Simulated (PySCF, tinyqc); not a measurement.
MP2 on RHF in the sto-6g basis, for H4, spin multiplicity 1, step by step. The lowest restricted solution is unstable here: a spin-polarised one lies 0.0174 hartree lower (PySCF). One step of it, computed by the program tinyqc.

Question. Second-order Moller-Plesset energy. E2 = sum_ijab (ia|jb) [2 (ia|jb) - (ib|ja)] / (e_i + e_j - e_a - e_b) over occupied i, j and virtual a, b; the opposite-spin part is (ia|jb)^2 / denominator, the rest is same-spin, and SCS-MP2 scales them by 6/5 and 1/3.

orbital energies (hartree): [-0.572733, -0.344247, 0.209499, 0.688639]

Two-electron integrals over orbitals (pq|rs), unique and non-zero (hartree):
```
(11|11) 0.480433    (21|21) 0.147278    (22|11) 0.407270    (22|22) 0.429875
(31|11) -0.085175   (31|22) 0.015678    (31|31) 0.107663    (32|21) 0.099316
(32|32) 0.148608    (33|11) 0.417395    (33|22) 0.426572    (33|31) 0.002363
(33|33) 0.442846    (41|21) 0.045541    (41|32) -0.053790   (41|41) 0.103386
(42|11) 0.085543    (42|22) -0.005454   (42|31) -0.099666   (42|33) -0.006963
(42|42) 0.105160    (43|21) -0.143136   (43|32) -0.101812   (43|41) -0.043915
(43|43) 0.154039    (44|11) 0.502697    (44|22) 0.432334    (44|31) -0.087940
(44|33) 0.446213    (44|42) 0.093161    (44|44) 0.552366
```

Hartree-Fock energy = -2.03352382 hartree

Give: Terms; Pair energies; MP2 correlation energy; SCS-MP2 correlation energy; MP2 total energy.

Answer.

Terms:
```
i  j  a  b  (ia|jb)  (ib|ja)  denominator       term
2  2  3  3   0.1486   0.1486      -1.1075    -0.0199
2  1  4  3  -0.0997  -0.0538      -1.8151    -0.0080
1  2  3  4  -0.0997  -0.0538      -1.8151    -0.0080
1  1  3  3   0.1077   0.1077      -1.5645    -0.0074
2  2  4  4   0.1052   0.1052      -2.0658    -0.0054
1  1  4  4   0.1034   0.1034      -2.5227    -0.0042
1  2  4  3  -0.0538  -0.0997      -1.8151  -2.35e-04
2  1  3  4  -0.0538  -0.0997      -1.8151  -2.35e-04
```

Pair energies (hartree; pair i-j sums ij and ji):
```
pair  opposite spin  same spin
1-1         -0.0116     0.0000
2-1         -0.0141    -0.0023
2-2         -0.0253     0.0000
```

MP2 correlation energy = -0.053392 hartree

SCS-MP2 correlation energy = -0.062061 hartree

MP2 total energy = -2.086916 hartree
